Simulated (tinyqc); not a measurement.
# Fully depleted semiconductor-on-insulator film with two gates, non-linear Poisson equation by Newton steps, step by step

Computed by the program tinyqc: `OMP_NUM_THREADS=1 python tinyqc.py 2190102 2190103 out.jsonl`, one thread of a shared Intel Xeon 2.30GHz, about 0.5 s for the whole run. Printed values are rounded.

One dimension across the film, front interface at x = 0, back interface at x = ts. psi is counted from the intrinsic level, n = ni exp(psi/Vt) (source grounded), holes neglected, acceptors ionised. Gates act through Cox = eps0 eox/tox and Cbox = 3.9 eps0/tb with potentials G1 = Vg - (phiM - chi - Vt ln(Nc/ni)) and G2 = Vb - (phiB - chi - Vt ln(Nc/ni)). Classical Boltzmann densities, no interface charge, no depletion in the back plane.

Parameters, values chosen for the exercise; band and dielectric values close to those of In0.53Ga0.47As:
- T = 300 K (temperature)
- Eg = 0.732 eV (band gap)
- eps_r = 13.9 (relative permittivity)
- Nc = 2.09e17 cm^-3 (conduction-band density of states at T)
- Nv = 7.7e18 cm^-3 (valence-band density of states at T)
- chi = 4.5 eV (electron affinity)
- eox = 3.9 (relative permittivity of the gate insulator (close to silicon dioxide))
- tox = 1.1 nm (insulator thickness)
- ts = 7.7 nm (film thickness)
- tb = 140 nm (buried-oxide thickness (eps_r 3.9))
- Na = 1.2e17 cm^-3 (acceptor density of the film)
- phiM = 4.68 eV (work function of the front gate)
- phiB = 5.18 eV (work function of the back plane)
- Vb = 0 V (back-gate voltage)
- Vg = 0.5 V (front-gate voltage)

Constants: q = 1.602176634e-19 C, kB = 1.380649e-23 J/K, Vt = kB T/q, eps0 = 8.8541878128e-14 F/cm where lengths are in cm. Results are converted to the units shown.

Range of the model: In so thin a film or at such density quantum confinement moves the charge away from the interfaces and raises the threshold.

## Capacitances and gate potentials

ni = sqrt(Nc Nv) exp(-Eg/(2 Vt)), Eg in volts; Cox, Cbox, G1, G2 as defined; Cs = eps0 eps_r/ts; a = eps0 eps_r/h with h = ts/10; coupling ratio of a depleted film Cs Cbox/(Cox (Cs + Cbox)).

ni = 9.01133e11 cm^-3
Cox = 3.13921 uF/cm^2
Cbox = 0.0246652 uF/cm^2
Cs = 1.59835 uF/cm^2
a = 15.9835 uF/cm^2
G1 = 0.639381 V
G2 = -0.360619 V
coupling ratio = 0.00773774

## Iteration 1: density, residual and Jacobian diagonal

| node | psi at the start (V) |
|---|---|
| 0 | 0.1 |
| 1 | 0.1 |
| 2 | 0.1 |
| 3 | 0.1 |
| 4 | 0.1 |
| 5 | 0.1 |
| 6 | 0.1 |
| 7 | 0.1 |
| 8 | 0.1 |
| 9 | 0.1 |
| 10 | 0.1 |

Nodes 0 to 10, h = ts/10, box widths w = h (h/2 at both ends), a = eps0 eps_r/h. F_i = a (psi_(i+1) - 2 psi_i + psi_(i-1)) - q w_i (n_i + Na); F_0 = a (psi_1 - psi_0) + Cox (G1 - psi_0) - q w_0 (n_0 + Na); F_10 = a (psi_9 - psi_10) + Cbox (G2 - psi_10) - q w_10 (n_10 + Na). Diagonal b_i = -2 a - q w_i n_i/Vt, with -a - Cox and -a - Cbox in place of -2 a at the ends.

| node | n (cm^-3) | residual F (C/cm^2) | diagonal b (F/cm^2) |
|---|---|---|---|
| 0 | 4.31236e13 | 1.69249e-6 | -1.91228e-5 |
| 1 | 4.31236e13 | -1.48094e-9 | -3.19671e-5 |
| 2 | 4.31236e13 | -1.48094e-9 | -3.19671e-5 |
| 3 | 4.31236e13 | -1.48094e-9 | -3.19671e-5 |
| 4 | 4.31236e13 | -1.48094e-9 | -3.19671e-5 |
| 5 | 4.31236e13 | -1.48094e-9 | -3.19671e-5 |
| 6 | 4.31236e13 | -1.48094e-9 | -3.19671e-5 |
| 7 | 4.31236e13 | -1.48094e-9 | -3.19671e-5 |
| 8 | 4.31236e13 | -1.48094e-9 | -3.19671e-5 |
| 9 | 4.31236e13 | -1.48094e-9 | -3.19671e-5 |
| 10 | 4.31236e13 | -1.21018e-8 | -1.60082e-5 |

## Iteration 1: Newton step

Solve a d_(i-1) + b_i d_i + a d_(i+1) = -F_i for all nodes. Half of the step is added while the largest |d| exceeds 1.5 Vt, the full step after that.

| node | Newton step d, before damping (V) | psi after iteration 1 (V) |
|---|---|---|
| 0 | 0.527023 | 0.363512 |
| 1 | 0.524643 | 0.362321 |
| 2 | 0.522356 | 0.361178 |
| 3 | 0.520162 | 0.360081 |
| 4 | 0.518062 | 0.359031 |
| 5 | 0.516055 | 0.358027 |
| 6 | 0.514141 | 0.357070 |
| 7 | 0.512320 | 0.356160 |
| 8 | 0.510593 | 0.355297 |
| 9 | 0.508959 | 0.354480 |
| 10 | 0.507419 | 0.353709 |

## Iteration 2: density, residual and Jacobian diagonal

As before.

| node | n (cm^-3) | residual F (C/cm^2) | diagonal b (F/cm^2) |
|---|---|---|---|
| 0 | 1.15216e18 | 8.39141e-7 | -1.93977e-5 |
| 1 | 1.10032e18 | -1.43090e-8 | -3.24921e-5 |
| 2 | 1.05271e18 | -1.37216e-8 | -3.24694e-5 |
| 3 | 1.00898e18 | -1.31822e-8 | -3.24486e-5 |
| 4 | 9.68816e17 | -1.26867e-8 | -3.24294e-5 |
| 5 | 9.31928e17 | -1.22316e-8 | -3.24118e-5 |
| 6 | 8.98065e17 | -1.18139e-8 | -3.23956e-5 |
| 7 | 8.66995e17 | -1.14306e-8 | -3.23808e-5 |
| 8 | 8.38513e17 | -1.10792e-8 | -3.23672e-5 |
| 9 | 8.12431e17 | -1.07575e-8 | -3.23548e-5 |
| 10 | 7.88582e17 | -1.09123e-8 | -1.61964e-5 |

## Iteration 2: Newton step

As before.

| node | Newton step d, before damping (V) | psi after iteration 2 (V) |
|---|---|---|
| 0 | 0.133936 | 0.430479 |
| 1 | 0.110044 | 0.417343 |
| 2 | 0.090663 | 0.406509 |
| 3 | 0.074990 | 0.397576 |
| 4 | 0.062401 | 0.390231 |
| 5 | 0.052410 | 0.384232 |
| 6 | 0.044643 | 0.379392 |
| 7 | 0.038812 | 0.375566 |
| 8 | 0.034701 | 0.372647 |
| 9 | 0.032152 | 0.370556 |
| 10 | 0.031056 | 0.369237 |

## Iteration 3: density, residual and Jacobian diagonal

As before.

| node | n (cm^-3) | residual F (C/cm^2) | diagonal b (F/cm^2) |
|---|---|---|---|
| 0 | 1.53647e19 | 3.50312e-7 | -2.27888e-5 |
| 1 | 9.24380e18 | -7.87275e-8 | -3.63783e-5 |
| 2 | 6.07921e18 | -4.60986e-8 | -3.48681e-5 |
| 3 | 4.30302e18 | -2.91752e-8 | -3.40205e-5 |
| 4 | 3.23881e18 | -1.99230e-8 | -3.35127e-5 |
| 5 | 2.56809e18 | -1.46467e-8 | -3.31926e-5 |
| 6 | 2.12959e18 | -1.15337e-8 | -3.29833e-5 |
| 7 | 1.83665e18 | -9.64867e-9 | -3.28435e-5 |
| 8 | 1.64055e18 | -8.49133e-9 | -3.27499e-5 |
| 9 | 1.51305e18 | -7.78943e-9 | -3.26891e-5 |
| 10 | 1.43782e18 | -6.53919e-9 | -1.63513e-5 |

## Iteration 3: Newton step

As before.

| node | Newton step d, before damping (V) | psi after iteration 3 (V) |
|---|---|---|
| 0 | 0.0202369 | 0.450716 |
| 1 | 0.0069360 | 0.424279 |
| 2 | 0.0004749 | 0.406984 |
| 3 | -0.0030158 | 0.394560 |
| 4 | -0.0050687 | 0.385163 |
| 5 | -0.0063652 | 0.377867 |
| 6 | -0.0072335 | 0.372159 |
| 7 | -0.0078400 | 0.367726 |
| 8 | -0.0082728 | 0.364375 |
| 9 | -0.0085795 | 0.361976 |
| 10 | -0.0087865 | 0.360451 |

## Course of the Newton iteration

Stop when the largest undamped |d| is below 1e-9 V, or after 80 iterations.

Course of the iteration:

| iteration | largest \|F\| (C/cm^2) | largest \|d\| (V) |
|---|---|---|
| 1 | 1.69e-6 | 0.527 |
| 2 | 8.39e-7 | 0.134 |
| 3 | 3.50e-7 | 0.0202 |
| 4 | 3.84e-8 | 2.42e-3 |
| 5 | 8.78e-10 | 7.00e-5 |
| 6 | 6.92e-13 | 6.36e-8 |
| 7 | 5.70e-19 | 6.04e-14 |

Converged in 7 iterations.

## Electron sheet density, centroid and oxide fields

| node | converged psi (V) |
|---|---|
| 0 | 0.448230 |
| 1 | 0.422516 |
| 2 | 0.405609 |
| 3 | 0.393327 |
| 4 | 0.383955 |
| 5 | 0.376637 |
| 6 | 0.370889 |
| 7 | 0.366417 |
| 8 | 0.363032 |
| 9 | 0.360613 |
| 10 | 0.359081 |

n_i = ni exp(psi_i/Vt); N_inv = sum w_i n_i with w = ts/10, halved at the ends; centroid sum w n x/N_inv; fields (G1 - psi_0)/tox and (G2 - psi_10)/tb.

| node | n (cm^-3) |
|---|---|
| 0 | 3.05296e19 |
| 1 | 1.12912e19 |
| 2 | 5.87118e18 |
| 3 | 3.65083e18 |
| 4 | 2.54070e18 |
| 5 | 1.91431e18 |
| 6 | 1.53268e18 |
| 7 | 1.28920e18 |
| 8 | 1.13099e18 |
| 9 | 1.02996e18 |
| 10 | 9.70711e17 |

N_inv = 3.54210e12 cm^-2
centroid = 1.59205 nm
field in the front oxide = 1.73773 MV/cm
field in the buried oxide = -0.0514072 MV/cm

The centroid lies at 0.21 of the film, near the front interface. A 400-interval mesh gives N_inv = 3.478e12 cm^-2; this mesh is 1.8 % above it.
